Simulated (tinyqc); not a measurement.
Inside a calculation: model-solid line-up of a strained alloy layer on a substrate. Values are carried at full precision from step to step, so a last printed digit may differ when a step is redone from the rounded ones.

All values of the alloy are linear in x but the gap, Eg(x) = (1 - x) Eg_A + x Eg_B - C x (1 - x), and the valence edge, Ev(x) = (1 - x) Ev_A + x Ev_B + fv C x (1 - x); Ec = Ev + Eg. Ev is the top of the unstrained valence band on a scale common to all materials. In the layer only the Gamma valley of the conduction band is followed, also where an X or L valley would lie lower.

Inputs chosen for the exercise (A near InAs, B near InSb, substrate near InSb; not measured data):
```
symbol  value           unit      meaning
a       (6.06, 6.488)   angstrom  lattice constant of A, B
Eg      (0.415, 0.232)  eV        gap at Gamma to the s-like level of A, B
Dso     (0.394, 0.8)    eV        spin-orbit splitting of A, B
Ev      (-0.59, 0)      eV        top of the unstrained valence band of A, B
ac      (-5.05, -6.89)  eV        conduction deformation potential of A, B
av      (1, 0.36)       eV        valence hydrostatic potential of A, B
b       (-1.81, -2)     eV        tetragonal shear potential of A, B
d       (-3.6, -4.67)   eV        trigonal shear potential of A, B
C11     (82.5, 68.8)    GPa       of A, B
C12     (46, 37.8)      GPa       of A, B
C44     (40.1, 30.9)    GPa       of A, B
C       0.73            eV        bowing of the gap
fv      0.7                       share of the bowing taken by the valence edge
x       0.86                      fraction of B
a_s     6.488           angstrom  substrate
face    001                       growth face
Eg_s    0.232           eV        lowest gap of the substrate
Ev_s    0               eV        substrate valence edge
```

## Values of the alloy

Interpolate.

Alloy at x (a in angstrom, C11, C12, C44 in GPa, all else in eV):
```
symbol,value
a,6.4281
Eg,0.1697
Dso,0.7432
Ev,-0.0211
ac,-6.6324
av,0.4496
b,-1.9734
d,-4.5202
C11,70.7180
C12,38.9480
C44,32.1880
```

## Strain on the (001) substrate

Coherent growth on a (001) face: e_par = (a_s - a)/a, e_perp = -2 (C12/C11) e_par; exx = eyy = e_par, ezz = e_perp, no shear.

Use the values of the alloy.

e_par = 0.009322
e_perp = -0.010268

strain tensor in the cubic axes:
```
,x,y,z
x,0.009322,0.000000,0.000000
y,0.000000,0.009322,0.000000
z,0.000000,0.000000,-0.010268
```

The layer is under tension in the plane; its volume changes by +0.838 %.

## Strained band edges

Strained edges: Ec + ac tr(e); the valence edges are Ev plus the levels of the 6 x 6 matrix of X, Y, Z times spin with -Dso/3 + l exx + m (eyy + ezz) on the diagonal (cyclic), n exy off it, l = av + 2 b, m = av - b, n = sqrt(3) d. Spin-orbit term (Dso/3) L.sigma on X, Y, Z with (L_k)_ij = -i epsilon_kij: <X+|H|Y+> = -i Dso/3, <X+|H|Z-> = Dso/3, <Y+|H|Z-> = -i Dso/3, <Z+|H|X-> = -Dso/3, <Z+|H|Y-> = i Dso/3, <X-|H|Y-> = i Dso/3, and their conjugates; + and - are the spin along z.

Give the hydrostatic shifts, the strain block and the edges.

ac tr(e), av tr(e) (eV): -0.0555  0.0038

strain block (eV):
```
,X,Y,Z
X,-0.0349,0,0
Y,0,-0.0349,0
Z,0,0,0.0811
```

Ec and the three valence edges from the top (eV): 0.0931  0.0252  -0.0560  -0.7643

strained gap = 0.0680 eV

Strain moves the gap by -102 meV: -59 meV from the volume and -42 meV from the splitting of the valence edge, which always raises the top.

## Offsets against the substrate material

dEc = Ec(substrate) - Ec(layer), dEv = Ev(layer) - Ev(substrate); positive values confine the carrier in the layer. Type I: both of one sign; type II: opposite signs; type III: the gaps do not overlap.

Give also the smallest gap across the interface, min Ec - max Ev.

dEc = 0.1389 eV
dEv = 0.0252 eV

type: I

smallest gap = 0.0680 eV

Both carriers collect in the layer; the conduction band takes 85 % of the gap difference. An offset this small is within the spread of parameter sets, so the type is not settled by this model.

## Critical thickness (Matthews-Blakeslee, single layer)

h = K (ln(h/b) + 1) with K = b (1 - nu/4)/(4 pi |e_par| (1 + nu)) for 60-degree dislocations, b = a/sqrt(2) the Burgers vector (not the shear potential of the table), nu = C12/(C11 + C12). Iterate from h = 10 b until h changes by less than 1e-6 of itself.

b (Burgers vector) = 4.5453 angstrom
nu = 0.3552
K = 26.09 angstrom

first iterates (angstrom): 45.5  86.2  102.9  107.5  108.6  108.9

critical thickness = 10.90 nm

Thicker layers can relax, and the strained edges then no longer apply; metastable growth often exceeds this equilibrium value.

## Checks

- Valence edges against the closed form for (001) strain: they agree to 1e-10 or better.

(tinyqc, `OMP_NUM_THREADS=1 python tinyqc.py 1081283 1081284 out.jsonl`, Intel(R) Xeon(R) Processor @ 2.30GHz, 1 thread, shared host, about 0.01 s.)
